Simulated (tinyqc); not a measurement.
# Admittance spectroscopy of a deep trap: admittance against frequency

Schottky contact on an n-type layer with shallow donors Nd (all ionised) and a donor-like deep trap, neutral when filled and positive when empty; depletion approximation. Traps within lam of the depletion edge stay filled. The traps at xt = W - lam, where the level crosses the Fermi level, follow a slow signal and not a fast one. w = 2 pi f.

Emission rate en = sn vth(T) Nc(T) exp(-Et/kB T) = sn g T^2 exp(-Et/kB T), g = vth Nc/(300 K)^2, as vth goes as T^0.5 and Nc as T^1.5 (degeneracy factor 1). lam = sqrt(2 eps0 eps_r (EF - ET)/(q Nd)), EF - ET = Et - (kB T/q) ln(Nc(T)/Nd), Nc(T) = Nc (T/300 K)^1.5. In the steady state at the band bending V, 2 eps0 eps_r V/q = Nd W^2 + Nt (W - lam)^2 (the second term only if W > lam). V = Vbi + Vr. C_HF = eps0 eps_r/W, C_LF = eps0 eps_r (Nd + Nt)/(Nd W + Nt xt). Inflection frequency w0 = 2 en [1 + Nt xt/(Nd W)]; C = C_HF + (C_LF - C_HF)/(1 + (w/w0)^2), G/w = (C_LF - C_HF)(w/w0)/(1 + (w/w0)^2).

Inputs (values chosen for the exercise); material values close to those of gallium arsenide: relative permittivity eps_r = 12.7; conduction-band density of states at 300 K Nc = 4.48e17 cm^-3; thermal velocity at 300 K vth = 4.5e7 cm/s; shallow donor density Nd = 3.7e15 cm^-3; built-in voltage Vbi = 0.99 V; depth of the trap below the conduction edge Et = 0.54 eV; capture cross-section sn = 3.3e-16 cm^2; trap density Nt = 4.8e15 cm^-3; reverse bias Vr = 1.7 V; temperature T = 490 K.

Constants: q = 1.602176634e-19 C, kB = 1.380649e-23 J/K, eps0 = 8.8541878128e-14 F/cm where lengths are in cm. Results are converted to the units shown.

Results:

| f (Hz) | C (nF/cm^2) | G/w (nF/cm^2) |
|---|---|---|
| 840 | 17.438 | 0.12062 |
| 1800 | 17.425 | 0.25764 |
| 4000 | 17.361 | 0.56333 |
| 19000 | 16.171 | 1.8659 |
| 41000 | 14.701 | 1.8656 |
| 90000 | 13.783 | 1.1345 |
| 2e5 | 13.507 | 0.54894 |
| 4.3e5 | 13.448 | 0.25920 |
| 9.4e5 | 13.434 | 0.11896 |

Estimate the missing row, f = 8700 Hz.

Computed row:

| f (Hz) | C (nF/cm^2) | G/w (nF/cm^2) |
|---|---|---|
| 8700 | 17.086 | 1.1397 |

With this row back in the table: C falls from 17.4 to 13.4 nF/cm^2, between C_LF = 17.4 and C_HF = 13.4, and G/w goes from 0.121 through a maximum of 1.87 (at f = 19000 Hz among the rows listed) to 0.119 nF/cm^2. The exact peak is half of the step, 2.01 nF/cm^2, at 27900 Hz.

Computed by the program tinyqc: `OMP_NUM_THREADS=1 python tinyqc.py 2050064 2050065 out.jsonl`, one thread of a shared Intel Xeon 2.30GHz, about 0.01 s for the whole run.
